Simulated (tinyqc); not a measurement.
# Two-diode model of a solar cell: two studies

J is the current delivered and Vj = V + J Rs the junction voltage. J = X JL - J01 (exp(Vj/(n1 Vt)) - 1) - J02 (exp(Vj/(2 Vt)) - 1) - Vj/Rp. The photocurrent does not depend on voltage.

Parameters, values chosen for the exercise; values of the order met in cells of cadmium telluride:
- T = 323 K (temperature)
- JL = 26.4 mA/cm^2 (photocurrent at one sun)
- X = 1 suns (concentration)
- J01 = 8.6e-16 A/cm^2 (saturation current of the first diode)
- n1 = 1 (ideality factor of the first diode)
- Rs = 0 ohm cm^2 (series resistance)
- Rp = 80000 ohm cm^2 (shunt resistance)
- Pin = 100 mW/cm^2 (incident power at one sun)
- J02 = 5.4e-8 A/cm^2 (saturation current of the second diode (ideality 2))

Constants: q = 1.602176634e-19 C, kB = 1.380649e-23 J/K, Vt = kB T/q. Results are converted to the units shown.

Each table varies one quantity; the others keep the values above.

## Effect of the series resistance

Jsc at V = 0, Voc at J = 0, the maximum power point where J (1 + 2 Rs G) = G Vj with G = -dJ/dVj; FF = Vmp Jmp/(Voc Jsc); efficiency Vmp Jmp/(X Pin). Empirical fill factor without parasitics FF0 = (v - ln(v + 0.72))/(v + 1), v = Voc/(n1 Vt).

The same in every row: Voc (V) = 0.7288; FF0 = 0.8421.

Effect of the series resistance:
```
Rs (ohm cm^2)  Jsc (mA/cm^2)  Vmp (V)  Jmp (mA/cm^2)      FF  efficiency (%)
0                      26.40   0.5925          24.13  0.7430           14.30
0.05                   26.40   0.5915          24.12  0.7415           14.27
0.11                   26.40   0.5903          24.11  0.7397           14.23
0.25                   26.40   0.5874          24.09  0.7355           14.15
0.55                   26.40   0.5814          24.04  0.7264           13.98
1.2                    26.40   0.5685          23.93  0.7070           13.60
2.7                    26.40   0.5397          23.63  0.6629           12.75
6                      26.40   0.4826          22.74  0.5705           10.98
```

What does the comparison show, and why?

As Rs goes from 0 to 6, Voc stays at 0.729 V, FF falls from 0.743 to 0.570 and the efficiency falls from 14.3 to 11.0 %. Voc does not depend on Rs, since no current flows through it at open circuit; between the first two rows FF drops by 1.12 times rs = Rs Jsc/Voc in relative terms.

## Effect of the shunt resistance

Same model as above.

The same in every row: Jsc (mA/cm^2) = 26.40.

Effect of the shunt resistance:
```
Rp (ohm cm^2)  Voc (V)  Vmp (V)  Jmp (mA/cm^2)      FF  efficiency (%)     FF0
30              0.6380   0.3890          13.38  0.3089           5.203  0.8260
100             0.7115   0.5640          19.40  0.5826           10.94  0.8393
300             0.7235   0.5843          22.50  0.6882           13.15  0.8413
1000            0.7273   0.5902          23.64  0.7266           13.95  0.8419
3000            0.7283   0.5917          23.97  0.7377           14.18  0.8420
10000           0.7287   0.5923          24.08  0.7415           14.26  0.8421
30000           0.7288   0.5924          24.12  0.7427           14.29  0.8421
1e5             0.7288   0.5925          24.13  0.7430           14.30  0.8421
```

Read the table: what changes, and by how much?

As Rp goes from 30 to 1e5, Voc rises from 0.638 to 0.729 V, FF rises from 0.309 to 0.743 and the efficiency rises from 5.20 to 14.3 %. Voc changes by 0.0681 mV a decade between the last two rows and 140 mV between the first two. For Rp = 30 the shunt carries over 0.3 of the photocurrent at open circuit, so it pulls Voc down and FF towards the 1/4 of a resistor.

Program tinyqc, `OMP_NUM_THREADS=1 python tinyqc.py 2280115 2280116 out.jsonl`; Intel Xeon 2.30GHz, shared host, one thread, about 0.01 s.
